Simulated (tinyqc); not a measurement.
Worked calculation: strain, valley repopulation and piezoresistance in a many-valley conduction band. Computed by tinyqc, a small Python program that keeps every step. Command: `OMP_NUM_THREADS=1 python tinyqc.py 3010977 3010978 out.jsonl valleys walk`. One thread of a shared host (Intel(R) Xeon(R) Processor @ 2.30GHz), about 0.02 s of CPU time with the checks. Intermediate numbers are printed to about 7 digits and carried at full precision; extremes and crossings named in words are read from the listed rows.

Valleys are ellipsoids with mass m_l along the axis a and m_t across it, parabolic, with one constant relaxation time; strain shifts the valleys and leaves the masses alone. Currents are taken along [110], along the load, and along [001], across the load.

Inputs (values chosen for the exercise, for a model crystal): longitudinal mass m_l = 0.96 m_0; transverse mass m_t = 0.172 m_0; shear deformation potential Xi_u = 10 eV; dilation deformation potential Xi_d = 1.4 eV; C11 = 177 GPa; C12 = 58.7 GPa; C44 = 76.1 GPa; stress X (tension positive) = -63 MPa; electron density n = 1.2e+15 1/cm^3; relaxation time tau = 220 fs; temperature T = 250 K.

Valley axes: <100> (6 valleys in 3 pairs). Load: uniaxial [110].

Constants: k_B = 8.617333262e-05 eV/K; m_0 = 9.1093837015e-31 kg; k_B = 1.380649e-23 J/K; hbar = 1.054571817e-34 J s; e = 1.602176634e-19 C.

## Strain

Compliances S11 = (C11 + C12)/((C11 - C12)(C11 + 2 C12)), S12 = -C12/((C11 - C12)(C11 + 2 C12)), S44 = 1/C44; stress sigma_ij = X n_i n_j for the unit vector n of the load; e_xx = S11 sigma_xx + S12 (sigma_yy + sigma_zz), e_xy = S44 sigma_xy/2 (tensor strain).

strain tensor (%), rows x, y, z:
$$\begin{pmatrix}
-0.01600889 & -0.02069645 & 0.00000000 \\
-0.02069645 & -0.01600889 & 0.00000000 \\
0.00000000 & 0.00000000 & 0.01061833
\end{pmatrix}$$

## Valley shifts

Herring-Vogt shift of a valley with unit axis a: dE = Xi_d tr(e) + Xi_u a.e.a.

shifts dE (meV): x -1.900482, y -1.900482, z 0.762240

splitting (highest minus lowest) = 2.662722 meV

Lowest: x, y; the splitting is 0.124 k_B T.

## Populations

Each of the 6 valleys holds n_v = N_v (2/sqrt(pi)) F_1/2((E_F - dE_v)/(k_B T)), N_v = 2 (m_d k_B T/(2 pi hbar^2))^(3/2), m_d = (m_l m_t^2)^(1/3); E_F solves sum n_v = n and is counted from the unstrained edge. F_j(eta) = int_0^infinity x^j/(1 + exp(x - eta)) dx, without a gamma-function factor. It is evaluated after integrating by parts. Integrals over x = E/(k_B T) use 160 Gauss-Legendre points in u = sqrt(x) from 0 to sqrt(max(eta, 0) + 32).

Fermi level E_F = -209.7102 meV

share of the electrons (per pair): x 0.3467723, y 0.3467723, z 0.3064555

## Mobility tensor and resistance change

Mobility tensor mu = e tau sum_v (n_v/n) [1/m_t + (1/m_l - 1/m_t) a a^T]; unstrained mu_0 = e tau (1/m_l + 2/m_t)/3; resistivity along d from the inverse tensor, rho_d = d.mu^-1.d/(n e), mobility along d = 1/(d.mu^-1.d); gauge pi_d = (rho_d/rho_0 - 1)/X.

mobility tensor (cm^2/(V s)), rows x, y, z:
$$\begin{pmatrix}
1609.307 & 0.000 & 0.000 \\
0.000 & 1609.307 & 0.000 \\
0.000 & 0.000 & 1683.756
\end{pmatrix}$$

unstrained mobility mu_0 = 1634.123 cm^2/(V s)

mobility along the first direction = 1609.307 cm^2/(V s)

mobility along the second direction = 1683.756 cm^2/(V s)

resistance change along the first direction = 1.542042 %

resistance change along the second direction = -2.947719 %

The mobility lies between e tau/m_l = 403 and e tau/m_t = 2250; the trace stays at 3 mu_0. Along the first direction the filled valleys present more of their heavy mass.

## Linear piezoresistance coefficients

With eta_0 the reduced Fermi level without strain, r = F_-1/2(eta_0)/(2 F_1/2(eta_0)) (1 for a classical gas) and c = r (Xi_u/k_B T) (m_l - m_t)/(2 m_l + m_t): pi11 = -(2/3) c (S11 - S12), pi12 = -pi11/2, pi44 = 0, with S11 - S12 = 1/(C11 - C12).

eta_0 = -9.685651

degeneracy factor r = 0.9999780

pi11 = -98.52946 1e-11/Pa

pi12 = 49.26473 1e-11/Pa

pi44 = 0 1e-11/Pa

The gas is classical, so the coefficients follow 1/T.

## Full result against the linear law

Linear theory: pi_l = (pi11 + pi12 + pi44)/2, pi_t = pi12 along [001].

Resistance changes (%); at 2000 MPa the strain is near or above 1 %, where band warping, left out here, matters:
```
X (MPa)  splitting (meV)  largest share  first direction     linear  second direction     linear
-2000           84.53085      0.4951065         22.37009   49.26473          -26.7728  -98.52946
-1000           42.26543      0.4671593         17.81697   24.63236          -23.2217  -49.26473
-400            16.90617      0.4071264          9.09737    9.85295          -14.2937  -19.70589
-150             6.33981      0.3642893          3.62489    3.69485           -6.5387   -7.38971
-50              2.11327      0.3440487          1.22569    1.23162           -2.3644   -2.46324
50               2.11327      0.3554758         -1.23561   -1.23162            2.5663    2.46324
150              6.33981      0.4015834         -3.71301   -3.69485            8.3569    7.38971
400             16.90617      0.5228805         -9.67359   -9.85295           27.2575   19.70589
1000            42.26543      0.7805181        -20.17011  -24.63236          102.1539   49.26473
2000            84.53085      0.9619679        -26.20931  -49.26473          245.2670   98.52946
```

Along the first direction the linear law holds within 10 % for 6 of the 10 stresses, at -400, -150, -50.0, 50.0, 150, 400 MPa. At the largest compression the full change is +22.4 % against the linear +49.3 %, at the largest tension -26.2 % against -49.3 %: once the splitting is comparable with k_B T (or E_F) the populations no longer follow it linearly, and the change must saturate when the upper valleys are empty.

Checks made by the program: trace of the tensor against 3 mu_0 (relative difference below 1e-10); linear coefficients against the full calculation at 0.01 MPa (relative difference 4e-06).
